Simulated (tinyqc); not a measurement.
Inside a calculation. Method: Born-Oppenheimer dynamics on the UHF/3-21g surface (energies and gradients from PySCF), for H2, spin multiplicity 3. Computed by tinyqc, a small Python program that keeps every step (integrals from PySCF). Settings: charge = 0, multiplicity = 3, basis = 3-21g, time step (fs) = 0.2, steps = 24. Command: `OMP_NUM_THREADS=1 python tinyqc.py 27900 27901 out.jsonl` (the two numbers bound the seeds that draw the settings). One thread of a shared host (Intel(R) Xeon(R) Processor @ 2.60GHz), about 1 s of CPU time with the checks.

positions (bohr), order 1H, 2H:
```
[[0.000000, 0.000000, 0.000000],
 [0.000000, 0.000000, 1.381390]]
```

The total energy should stay constant up to terms of order dt^2; the step counts as short enough if it moves by less than 2 % of the largest kinetic energy.

Trajectory:
```
time (fs)  1H-2H (angstrom)  potential (hartree)  kinetic (hartree)  total (hartree)
0.000000           0.731000          -0.74217550         0.00047063      -0.74170487
0.200000           0.738749          -0.74695480         0.00520393      -0.74175086
0.400000           0.759227          -0.75906851         0.01721293      -0.74185558
0.600000           0.791689          -0.77686424         0.03488275      -0.74198149
0.800000           0.835082          -0.79829270         0.05619733      -0.74209537
1.000000           0.888198          -0.82141020         0.07922965      -0.74218054
1.200000           0.949802          -0.84465914         0.10242393      -0.74223521
1.400000           1.018712          -0.86693154         0.12466655      -0.74226499
1.600000           1.093843          -0.88751176         0.14523515      -0.74227661
1.800000           1.174218          -0.90598734         0.16371208      -0.74227525
2.000000           1.258970          -0.92217161         0.17990705      -0.74226456
2.200000           1.347339          -0.93604475         0.19379737      -0.74224738
2.400000           1.438664          -0.94770676         0.20548059      -0.74222618
2.600000           1.532381          -0.95733770         0.21513466      -0.74220305
2.800000           1.628011          -0.96516425         0.22298458      -0.74217967
3.000000           1.725158          -0.97143297         0.22927564      -0.74215733
3.200000           1.823494          -0.97638991         0.23425299      -0.74213692
3.400000           1.922755          -0.98026612         0.23814714      -0.74211898
3.600000           2.022730          -0.98326840         0.24116468      -0.74210373
3.800000           2.123253          -0.98557486         0.24348376      -0.74209111
4.000000           2.224192          -0.98733422         0.24525332      -0.74208089
4.200000           2.325447          -0.98866766         0.24659489      -0.74207277
4.400000           2.426940          -0.98967212         0.24760574      -0.74206638
4.600000           2.528612          -0.99042403         0.24836262      -0.74206141
4.800000           2.630417          -0.99098304         0.24892548      -0.74205757
```

Is the time step short enough?

Yes. The total energy moves within 5.7e-04 hartree, under 2 % of the largest kinetic energy.
